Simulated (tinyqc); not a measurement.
Strain-driven roughening and islands of a mismatched epitaxial film: one step, computed by the program tinyqc.

Film and substrate share isotropic elastic constants; the film is coherent and biaxially strained.

Problem. Wetting layer. The surface energy depends on thickness as gamma + (gamma_s - gamma) exp(-h/delta). Its curvature adds W2 = (gamma_s - gamma) exp(-h/delta)/delta^2 to the restoring terms; the flat film is stable while W2 > (1 + nu)^2 w^2/gamma, which gives h_c = delta ln[(gamma_s - gamma) gamma/(delta^2 (1 + nu)^2 w^2)], or 0 if negative.

Inputs (values chosen for the exercise, modelled on Si(0.5)Ge(0.5) on Si):
```
quantity,value,unit
Poisson ratio nu,0.25,-
surface energy gamma,1.1,J/m^2
wetting energy gamma_s - gamma,0.22,J/m^2
decay length of wetting delta,0.33,nm
```

energy density w = 86.63398 MJ/m^3

Give: wetting-layer thickness h_c.

Solution.

wetting-layer thickness h_c = 1.731 nm

Layer-by-layer growth up to h_c, then roughening: the Stranski-Krastanov mode.
